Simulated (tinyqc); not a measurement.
Worked calculation: optical gain and spontaneous emission in a bulk direct-gap semiconductor. Values are carried at full precision from step to step, so a last printed digit may differ when a step is redone from the rounded ones.

F_j(eta) = (1/Gamma(j + 1)) integral_0^infinity x^j dx/(1 + exp(x - eta)), which tends to exp(eta) for eta << 0.

Quasi-Fermi levels: n = Nc F_1/2(Fc/kT) and p = Nv F_1/2(Fv/kT), Fc counted up from the conduction edge and Fv down from the valence edge; Nc, Nv from N = 2 (m kB T/(4 pi c))^(3/2) with c = hbar^2/2m0, in 1/angstrom^3; times 1e24 for 1/cm^3, with me and (mhh^(3/2) + mlh^(3/2))^(2/3).

Constants: hbar^2/2m0 = 3.80998211 eV angstrom^2; kB = 8.617333262e-05 eV/K; fine-structure constant alpha = 0.007297352564; hbar = 6.58211957e-16 eV s; hbar c = 1973.269805 eV angstrom.

Values chosen for the exercise (near those of InGaAs; shifted at random, so the results belong to these values and not to a real crystal): me = 0.041 m0 (electron mass); mhh = 0.439 m0 (heavy-hole mass); mlh = 0.0524 m0 (light-hole mass); n = 8.1e+17 1/cm^3 (injected density, n = p); T = 300 K; Eg = 0.759 eV (direct gap); Ep = 23.3 eV (Kane energy); nr = 3.57 (refractive index); E = 0.86 eV (photon energy).

## Quasi-Fermi levels

Solve for Fc and Fv.

kT = 0.025852 eV
Nc = 2.083e+17 1/cm^3
Nv = 7.600e+18 1/cm^3
Fc = 0.0689 eV
Fv = -0.0569 eV
Fc + Fv = 0.0120 eV

The separation of the quasi-Fermi levels exceeds the gap, so photons between Eg and Eg + (Fc + Fv) see gain. The quasi-Fermi level of the electrons lies inside the band, that of the holes in the gap.

## Absorption of the empty crystal

Parabolic bands, vertical transitions, no excitons. For each hole band j: mr = me mj/(me + mj); joint density of states J_j(E) = (mr/c)^(3/2) sqrt(E - Eg)/(2 pi^2), both spins, c = hbar^2/2m0; averaged matrix element |e.p|^2 = m0 Ep/6; alpha_j(E) = 4 pi^2 alpha_f c Ep J_j/(3 nr E) in 1/angstrom (alpha_f the fine-structure constant, listed as alpha among the constants), times 1e8 for 1/cm.

Evaluate at E for heavy and light holes.

mr, J and alpha of each hole band:
```
hole   mr (m0)  J (1/(eV angstrom^3))  alpha (1/cm)
heavy  0.03750              1.572e-05        4364.9
light  0.02300              7.553e-06        2097.1
```

The heavy-hole band gives 68 % of the total, 6462 1/cm.

## Occupations and gain at E

For band j the electron sits at Ee = (E - Eg) mr/me above its edge and the hole at Eh = (E - Eg) mr/mj; fe = 1/(1 + exp((Ee - Fc)/kT)), fh = 1/(1 + exp((Eh - Fv)/kT)); gain g = sum_j alpha_j (fe + fh - 1).

Use mr and alpha from the table.

Energies, occupations and gain of each hole band:
```
hole   Ee (eV)  Eh (eV)     fe     fh  g (1/cm)
heavy   0.0924   0.0086  0.287  0.073     -2789
light   0.0567   0.0443  0.616  0.020      -764
```

total gain = -3553 1/cm

E - Eg = 0.1010 eV is above Fc + Fv = 0.0120 eV, so both bands give loss (Bernard-Duraffourg).

## Spontaneous emission

Spontaneous rate: R = integral of (nr E/(hbar c))^2/(pi^2 hbar) sum_j alpha_j fe fh dE, with alpha in 1/cm and (nr E/(hbar c))^2 in 1/cm^2 (1e16 per 1/angstrom^2); B = R/(n p); lifetime n/R.

Integrate over photon energy.

R = 8.60e+25 1/(cm^3 s)
B = 1.31e-10 cm^3/s
radiative lifetime = 9.42 ns

## Checks

- B at n = 1e13 1/cm^3 against the van Roosbroeck-Shockley value from alpha and ni^2 (cm^3/s): both 1.64e-10.

Run: tinyqc, `OMP_NUM_THREADS=1 python tinyqc.py 1682510 1682511 out.jsonl`; Intel(R) Xeon(R) Processor @ 2.30GHz, one thread, shared host; about 0.08 s of CPU time with all checks.
